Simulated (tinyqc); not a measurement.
Two-band k.p model of the Delta valleys near the X point under shear strain, step by step. Values are carried at full precision from step to step, so a last printed digit may differ when a step is redone from the rounded ones.

Constants: hbar^2/2m0 = 3.80998211 eV angstrom^2.

Inputs chosen for the exercise (near those of Si; not measured data):
- a = 5.445 angstrom (lattice constant)
- ml = 0.912 m0 (longitudinal mass)
- mt = 0.2 m0 (transverse mass)
- kx0 = 0.156 2 pi/a (distance of the minimum from X)
- D = 13.9 eV (shear deformation potential)
- Mp = 0.229 m0 (coupling mass)
- exy = -0.0032 (shear strain)
- k = (-0.026, 0, 0.082) 1/angstrom (wave vector from X)

## Scales

k0 = kx0 2 pi/a; Delta = 2 c k0^2/ml with c = hbar^2/2m0, half the splitting of the two bands at k0; eta = D exy/Delta measures the shear coupling against it.

k0 = 0.18001 1/angstrom
Delta = 0.27075 eV
eta = -0.1643
splitting of the two bands at X, 2 |D exy| = 0.0890 eV

## The Hamiltonian at one k

Valley pair on the [001] axis, kz counted from the X point, c = hbar^2/2m0, k0 = kx0 2 pi/a. H = (c kz^2/ml + c (kx^2 + ky^2)/mt + c k0^2/ml) 1 + (2 c k0 kz/ml) sigma_z + (D exy - 2 c kx ky/Mp) sigma_x, so E = c kz^2/ml + c (kx^2 + ky^2)/mt + c k0^2/ml -/+ sqrt((2 c k0 kz/ml)^2 + (D exy - 2 c kx ky/Mp)^2). Without strain the lower band has its minima, E = 0, at kz = +/- k0. Shifts from diagonal strain are left out.

Fill in the 2 x 2 matrix (sigma_z diagonal) and give its levels.

H(k) (eV):
```
         1        2
1   0.2997  -0.0445
2  -0.0445   0.0530
```

levels (eV): 0.0452  0.3075

## Position, depth and masses of the minimum

For |eta| < 1: k_min = k0 sqrt(1 - eta^2), E_min = -Delta eta^2/2, ml(eta) = ml/(1 - eta^2), 1/m[110] = 1/mt + eta/Mp, 1/m[1-10] = 1/mt - eta/Mp. For |eta| > 1 the minimum sits at X: E_min = -Delta (2 |eta| - 1)/2, ml(eta) = ml/(1 - 1/|eta|), and eta is replaced by its sign in the transverse masses.

k_min = 0.1776 1/angstrom
E_min = -3.65 meV
ml(eta) = 0.937 m0

masses along [110] and [1-10] (m0): 0.2335  0.1749

The minimum has moved 1.4 % of the way to X; electrons are lighter along [1-10] (-12.5 % against mt) and heavier across (+16.8 %).

## The two bands along kz

kx = ky = 0, kz from 0 to 1.6 k0 in steps of 0.2 k0, with and without the strain.

Levels (eV):
```
kz/k0  kz (1/angstrom)    lower   upper  lower, no strain  upper, no strain
0.0             0.0000   0.0909  0.1799            0.1354            0.1354
0.2             0.0360   0.0707  0.2109            0.0866            0.1949
0.4             0.0720   0.0400  0.2741            0.0487            0.2653
0.6             0.1080   0.0157  0.3525            0.0217            0.3466
0.8             0.1440   0.0009  0.4431            0.0054            0.4386
1.0             0.1800  -0.0036  0.5451            0.0000            0.5415
1.2             0.2160   0.0024  0.6582            0.0054            0.6552
1.4             0.2520   0.0191  0.7824            0.0217            0.7798
1.6             0.2880   0.0465  0.9174            0.0487            0.9151
```

## Checks

- Depth of the minimum by numerical search against the closed form (eV): both -0.003654.
- Mass along [110] by finite differences against the closed form: both 0.2335.

Computed by tinyqc, a small Python program: `OMP_NUM_THREADS=1 python tinyqc.py 1080528 1080529 out.jsonl` (the numbers bound the seed that draws the inputs); one thread of a shared host (Intel(R) Xeon(R) Processor @ 2.30GHz), about 0.01 s for the whole set of steps.
